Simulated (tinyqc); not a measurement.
Four methods from the same start: geometry relaxation of a small cluster. Computed by tinyqc, a small Python program. Command: `OMP_NUM_THREADS=1 python tinyqc.py 3017183 3017184 out.jsonl relax walk`. One thread of a shared host (Intel(R) Xeon(R) Processor @ 2.30GHz), about 0.04 s of CPU time with the checks.

E = sum_i {sum_j A exp(-p (r_ij/r0 - 1)) - xi sqrt(rho_i)}, rho_i = sum_j exp(-2 q (r_ij/r0 - 1)); the force on i is -sum_j w_ij (R_i - R_j)/r_ij with w_ij = -(2p/r0) A exp(-p (r_ij/r0 - 1)) + (xi q/r0) exp(-2 q (r_ij/r0 - 1)) (rho_i^(-1/2) + rho_j^(-1/2)).

Inputs (values chosen for the exercise, for model atoms):
```
quantity                 value           unit
length r0                  2.6       angstrom
repulsion A               0.18             eV
hopping xi                2.08             eV
decay p                   10.8              -
decay q                   3.23              -
step factor eta          0.022  angstrom^2/eV
largest number of steps    500              -
```

Potential: Gupta. Method: FIRE.

starting positions (angstrom):
```
           x      y      z
atom 1  0.09  -0.19   0.03
atom 2  2.55  -0.16  -0.13
atom 3  1.36   2.38   0.01
atom 4  1.16    0.5   1.82
```

Method:
- FIRE with unit mass: if F.v > 0, v = (1 - a) v + a |v| F/|F|, and after more than 5 such steps in a row dt = min(1.1 dt, 5 dt0), a = 0.99 a; else v = 0, a = 0.1, and dt = dt/2 (not at the first step). Then v = v + dt F, R(new) = R + dt v. dt0 = sqrt(eta), a = 0.1 at first.
- No atom moves more than 0.3 angstrom a step (the whole step is scaled). Stop when the largest force component is below 1e-5 eV/angstrom.
- Hessian at the final positions by central differences of the forces; six eigenvalues vanish (translations and rotations). Steepest descent is stable for eta below 2/lambda_max and contracts the softest mode by 1 - eta lambda_min a step.
- Steepest descent: R(new) = R + eta F.
- Conjugate gradient (Polak-Ribiere): d = F + beta d(old), beta = max(0, F.(F - F(old))/|F(old)|^2), d = F at first; step length from one secant, s = eta (F.d)/(F.d - F(R + eta d).d), replaced by eta if that is not positive; R(new) = R + s d.
- BFGS: R(new) = R + B F with the inverse Hessian B = eta 1 at first; with s = R(new) - R, y = F - F(new), rho = 1/(y.s): B(new) = (1 - rho s y^T) B (1 - rho y s^T) + rho s s^T, skipped if y.s is not positive.
- In this comparison each method may take up to 1500 steps.

contraction of the softest mode = 0.852867

non-zero eigenvalues (eV/angstrom^2): 6.6879  6.6879  16.6939  16.6940  16.6940  46.6609

condition number = 6.97697

Cost:
```
method              steps  force calls  final E (eV)  calls to reach 1e-2
steepest descent       75           76       -13.563                   33
conjugate gradient    151          303       -13.563                  293
BFGS                   21           22       -13.563                   14
FIRE                  117          118       -13.563                   61
```

What follows from these numbers?

In force calls the order is BFGS (22), steepest descent (76), FIRE (118), conjugate gradient (303). All that converged end at the same energy. Near the minimum steepest descent multiplies the slowest mode by 0.853 in size a step, 14 steps a decade of force, at a condition number of 7.0. On this problem it beats FIRE and conjugate gradient in force calls.

Extremes, crossings and ranges named in words are read from the listed rows.
